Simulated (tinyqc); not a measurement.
Front-illuminated p-i-n photodiode, quantum efficiency and bandwidth: two steps of the calculation.

Light enters through a p layer (0 to xp), a depleted layer (xp to xp + wi) and a thick n substrate, decaying as exp(-al x); one pass, no back reflection. Carriers made in the depleted layer are all collected; those in the neutral layers diffuse.

Parameters, values chosen for the exercise; values close to those of In0.53Ga0.47As at this wavelength:
- lam = 1310 nm (wavelength)
- al = 12000 1/cm (absorption coefficient)
- Rf = 0.1 (reflectance of the front face)
- eps_r = 14.2 (relative permittivity)
- xp = 0.16 um (thickness of the front p layer)
- wi = 0.43 um (thickness of the depleted layer)
- Dn = 86 cm^2/s (electron diffusion coefficient in the p layer)
- Ln = 1.7 um (electron diffusion length in the p layer)
- S = 10000 cm/s (recombination velocity of the front surface)
- Lp = 70 um (hole diffusion length in the thick n substrate)
- ve = 6.82e6 cm/s (electron drift velocity)
- vh = 4.89e6 cm/s (hole drift velocity)
- dia = 51 um (diameter)
- RL = 50 ohm (load resistance)
- Cp = 80 fF (parasitic capacitance)
- f = 29 GHz (modulation frequency)

Constants: q = 1.602176634e-19 C, h = 6.62607015e-34 J s, c = 299792458 m/s, eps0 = 8.8541878128e-14 F/cm where lengths are in cm. Results are converted to the units shown.

Task 1. Quantum efficiency. k = al Ln, s = S Ln/Dn, e = exp(-al xp); front layer f1 = (k/(k^2 - 1)) {[s + k - e (s cosh(xp/Ln) + sinh(xp/Ln))]/[s sinh(xp/Ln) + cosh(xp/Ln)] - k e}; depleted layer f2 = e (1 - exp(-al wi)); substrate f3 = e exp(-al wi) al Lp/(1 + al Lp); external efficiency (1 - Rf)(f1 + f2 + f3); responsivity = efficiency q lam/(h c).

Wanted: s; f1; f2; f3; external efficiency; responsivity.

Result 1.

s = 0.01977
f1 = 0.1740
f2 = 0.3327
f3 = 0.4868
external efficiency = 0.8942
responsivity = 0.9448 A/W

The front layer absorbs 17.5 % of the light that enters and collects 99.6 % of that. Diffusion from the neutral layers makes up 66.5 % of the current.

Task 2. Response at one frequency. Drift response for pairs made in the depleted layer, a = al wi, g = 1 - exp(-a), u = 2 pi i f, te = wi/ve, th = wi/vh: electrons He = [g - a (exp(-a) - exp(-u te))/(u te - a)]/(u te g), holes Hh = [g - a (1 - exp(-a - u th))/(a + u th)]/(u th g); C = eps0 eps_r pi (dia/2)^2/wi + Cp; total |He + Hh|/sqrt(1 + (2 pi f RL C)^2), for the current of the depleted layer alone.

Give: te; th; He; Hh; |He + Hh|; C; total response.

Result 2.

te = 6.3050 ps
th = 8.7935 ps
He = 0.48191-0.20208i
Hh = 0.37345-0.20637i
|He + Hh| = 0.94788
C = 677.31 fF
total response = 0.15163

The drift response alone falls to 1/sqrt(2) at 73.8 GHz and the RC term alone at 4.70 GHz; together they give 4.69 GHz.

tinyqc, about 0.01 s, one thread, Intel Xeon 2.30GHz (shared host): `OMP_NUM_THREADS=1 python tinyqc.py 2250014 2250015 out.jsonl`
